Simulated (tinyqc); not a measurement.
One gate, two gates and a surrounding gate.

Below threshold the potential that source and drain add obeys Laplace's equation, vanishes on the gates and decays along the channel as exp(-k y). The same ts (depleted depth over a conducting body, body thickness or wire diameter), ti and permittivities in three geometries; k is the smallest positive root of: one gate, f(k) = eps_r sin(k ti) cos(k ts) + ei cos(k ti) sin(k ts); two gates, f(k) = ei cos(k ti) cos(k ts/2) - eps_r sin(k ti) sin(k ts/2); wire, f(k) = ei J0(u)[J1(u) Y0(v) - Y1(u) J0(v)] - eps_r J1(u)[J0(u) Y0(v) - Y0(u) J0(v)], u = k ts/2, v = u + k ti. Parabolic estimates of l: sqrt((eps_r/ei) ts ti); sqrt((eps_r/(2 ei)) ts ti (1 + ei ts/(4 eps_r ti))); sqrt([2 eps_r ts^2 ln(1 + 2 ti/ts) + ei ts^2]/(16 ei)), in the same order.

Parameters, values chosen for the exercise; permittivities: semiconductor close to that of silicon, insulator close to that of silicon nitride:

| symbol | value | unit | meaning |
|---|---|---|---|
| eps_r | 11.8 |  | relative permittivity of the semiconductor |
| ei | 7.41 |  | relative permittivity of the insulator |
| ti | 3.3 | nm | insulator thickness |
| ts | 7 | nm | body thickness |

Scale lengths (nm):

|  | Lambda = pi/k | l = 1/k | l(parabolic) |
|---|---|---|---|
| one gate over a conducting body | 11.00 | 3.502 | 6.065 |
| two gates | 15.94 | 5.073 | 4.952 |
| wire | 10.16 | 3.235 | 3.089 |

What does the comparison show?

The wire has the shortest scale length, 0.638 times that of the double gate; the single gate over a conducting body has 0.690 times it, its layer ending directly on a conductor where the double gate has a second insulator. The parabolic estimates are 73 % above, 2.4 % below and 4.5 % below the exact l, in the order of the rows.

Program tinyqc, `OMP_NUM_THREADS=1 python tinyqc.py 2420137 2420138 out.jsonl`; Intel Xeon 2.30GHz, shared host, one thread, about 0.01 s.
